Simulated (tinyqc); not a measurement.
Inside a calculation. Model: chemical vapour deposition: Grove model, boundary layer, depletion and step coverage. Computed by tinyqc, a small Python program that keeps every step. Command: `OMP_NUM_THREADS=1 python tinyqc.py 3023367 3023368 out.jsonl cvd walk`. One thread of a shared host (Intel(R) Xeon(R) Processor @ 2.30GHz), about 0.01 s of CPU time with the checks. Intermediate numbers are printed to about 6 digits and carried at full precision; extremes and crossings named in words are read from the listed rows.

A precursor diffuses to the surface and reacts there at first order; each molecule that reacts adds one formula unit of film.

Inputs (values chosen for the exercise, close to those used for silicon dioxide from an alkoxysilane):
```
quantity,value,unit
prefactor k0 of k_s,3.9e+09,cm/s
activation energy E,1.82,eV
temperature T,700,C
total pressure p,150,torr
mole fraction of the precursor Y,0.0075,-
gas diffusivity D0 at 273.15 K and 760 torr,0.47,cm^2/s
film density N,2.2e+22,formula units/cm^3
precursor mass M,208,u
trench width w,0.72,um
aspect ratio of the trench,98,-
gas velocity U,25,cm/s
kinematic viscosity nu0 at 273.15 K and 760 torr,0.48,cm^2/s
susceptor length L,36,cm
channel height b,6.1,cm
```

Reactor: horizontal, reduced pressure.

Constants: k_B = 1.380649e-23 J/K; u = 1.6605390666e-27 kg; k_B = 8.617333262e-05 eV/K.

## Gas-phase and surface constants

k_s = k0 exp(-E/(k_B T)); C_g = Y p/(k_B T), 1 torr = 133.322 Pa; D = D0 (T/273.15)^1.75 (760/p). Temperatures in kelvin are T(C) + 273.15. Mean speed c = sqrt(8 k_B T/(pi M)); reactive sticking probability beta = 4 k_s/c.

surface rate constant k_s = 1.46418 cm/s

precursor density C_g = 1.11633e+16 1/cm^3

gas diffusivity D = 22.0005 cm^2/s

mean speed c = 31473.5 cm/s

sticking probability beta = 1.86084e-04

## Boundary layer

nu = nu0 (T/273.15)^1.75 (760/p); Re = U L/nu; mean boundary layer delta = (2/3) L/sqrt(Re), at most b/2; h_g = D/delta.

Reynolds number Re = 40.0559

boundary layer delta = 3.05 cm

mass-transfer coefficient h_g = 7.21328 cm/s

Caution: the boundary layer is capped at b/2, so U, L and nu no longer affect h_g.

## Growth rate at the inlet

Fluxes in series: C_s = C_g/(1 + k_s/h_g); growth rate G = k_s h_g/(k_s + h_g) C_g/N; 1 cm/s = 6e8 nm/min.

ratio k_s/h_g = 0.202984

C_s/C_g = 0.831266

growth rate G at the inlet = 370.557 nm/min

The surface reaction limits the rate, so temperature must be uniform.

## Depletion along the susceptor

Plug flow: U b dC/dx = -k_eff C with k_eff = k_s h_g/(k_s + h_g), so C falls as exp(-k_eff x/(U b)); the used share of the precursor is 1 - C(L)/C(0).

k_eff = 1.21712 cm/s

depletion length = 125.295 cm

rate at the outlet over rate at the inlet = 0.750271

rate at the outlet = 278.018 nm/min

25.0 % of the precursor is used.

## Reaction control against transport control

The formulas are those given above.

Rates:
```
T (C),k_s (cm/s),h_g (cm/s),G (nm/min),reaction limit (nm/min),transport limit (nm/min)
500,5.33820e-03,4.8226,2.04339e+00,2.04565e+00,1848.06
550,2.80557e-02,5.3815,1.00458e+01,1.00981e+01,1936.99
600,1.21931e-01,5.9666,4.05453e+01,4.13739e+01,2024.58
650,4.51948e-01,6.5773,1.35723e+02,1.45049e+02,2110.92
700,1.46418e+00,7.2133,3.70557e+02,4.45774e+02,2196.10
750,4.22868e+00,7.8743,7.96682e+02,1.22452e+03,2280.20
800,1.10635e+01,8.5600,1.33239e+03,3.05445e+03,2363.27
850,2.65701e+01,9.2701,1.81288e+03,7.00899e+03,2445.38
900,5.92188e+01,10.0043,2.16143e+03,1.49557e+04,2526.58
```

The apparent activation energy of G is 1.75 eV between the first rows and 0.40 eV between the last, against E = 1.82 eV. k_s passes h_g between 750 and 800 C, where control shifts from the surface to the gas. In the reaction limit the slope is E - k_B T, because C_g falls as 1/T; any further lowering comes from transport.

## Step coverage in a trench

In a long trench of width w and depth l = aspect ratio x w: Knudsen diffusivity D_K = (2w) c/3 (hydraulic diameter 2w), combined as 1/D_e = 1/D_K + 1/D; D_e d2C/dz2 = 2 k_s C/w with D_e dC/dz = -k_s C at the floor. With m = sqrt(2 k_s/(w D_e)): C(floor)/C(top) = 1/[cosh(m l) + (k_s/(D_e m)) sinh(m l)].

Knudsen diffusivity D_K = 1.51073 cm^2/s

effective diffusivity D_e = 1.41366 cm^2/s

modulus m l = 1.19683

step coverage = 0.550945

Wall collisions limit transport in the trench; then m l = aspect ratio x sqrt(3 beta)/2, 1.1577, whatever the width. Caution: the hydraulic-diameter form of D_K is rough for a slit.

Checks made by the program: step coverage against a numerical boundary-value solution (relative difference below 1e-10).
